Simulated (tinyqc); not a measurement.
Worked calculation: UHF in the 6-31g basis, for H4+, spin multiplicity 2. One step of it, computed by the program tinyqc.

Question. Iteration 2: DIIS coefficients. Solve [B -1; -1 0][c; lambda] = [0; -1] for the coefficients, which sum to one.

B (overlaps of the stored error matrices):
```
               1              2
1  1.5253050e-01  2.1365538e-03
2  2.1365538e-03  3.3898295e-03
```

Give: DIIS coefficients.

Answer.

DIIS coefficients: 0.0083  0.9917
